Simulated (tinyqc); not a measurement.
## Trap density from one capacitance

Question. Traps spread evenly through the insulator exchange electrons with the semiconductor by tunnelling, with tau(x) = t0 exp(2 ka x) at depth x from the interface. The admittance per area Y seen at depth x obeys dY/dx = -Y^2/(i w eps0 eox) + q Nb ln(1 + i w tau)/tau, with Y(0) = i w Cs and w = 2 pi f; the gate sees Y(tox) = G + i w C. Working variable y = Y/(i w), in uF/cm^2. Cox = eps0 eox/tox. Find Nb and G/w.

Parameters, values chosen for the exercise: relative permittivity of the insulator eox = 8.67; insulator thickness tox = 4.3 nm; semiconductor capacitance in accumulation Cs = 7.8 uF/cm^2; decay constant of the wave function in the insulator ka = 3.7 1/nm; time constant of a trap at the interface t0 = 2e-11 s; frequency f = 1e6 Hz.

Constants: q = 1.602176634e-19 C, eps0 = 8.8541878128e-14 F/cm where lengths are in cm. Results are converted to the units shown.

C = 1.4727301 uF/cm^2

Answer. C rises steadily with Nb, so one density matches; in practice ka and t0 must come from the frequency dependence.

Nb = 8.900e18 cm^-3 eV^-1
G/w = 0.005772 uF/cm^2

Numbers from tinyqc (`OMP_NUM_THREADS=1 python tinyqc.py 2202213 2202214 out.jsonl`; about 0.4 s on one thread of a shared Intel Xeon 2.30GHz).
